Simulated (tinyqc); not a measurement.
Anisotropic elasticity and sound waves of a cubic crystal: one step, computed by the program tinyqc. Command: `OMP_NUM_THREADS=1 python tinyqc.py 3015907 3015908 out.jsonl cubicelastic walk`. One thread of a shared host (Intel(R) Xeon(R) Processor @ 2.30GHz), about 0.01 s of CPU time with the checks.

Voigt order 1..6 = xx, yy, zz, yz, xz, xy, with engineering shear strains. The rotated frame has x' as named, z' along the wafer normal and y' = z' x x'.

Question. Moduli along the axes of the frame. Invert C' to S'. E along x' = 1/S'11, along y' = 1/S'22; Poisson ratios nu(x'y') = -S'12/S'11 and nu(x'z') = -S'13/S'11; in-plane shear modulus 1/S'66.

Frame: (001) wafer, x' along [110].

C' (GPa), lower triangle (symmetric):
```
        1       2      3      4      5      6
1  103.94
2   24.56  103.94
3   44.96   44.96  83.54
4    0.00    0.00   0.00  39.69
5    0.00    0.00   0.00   0.00  39.69
6    0.00    0.00   0.00   0.00   0.00  19.29
```

Give: E along x'; E along y'; nu(x'y'); nu(x'z'); in-plane shear modulus.

Answer.

E along x' = 79.74 GPa

E along y' = 79.74 GPa

nu(x'y') = 0.004554

nu(x'z') = 0.5357

in-plane shear modulus = 19.29 GPa

E is the same along x' and y'.
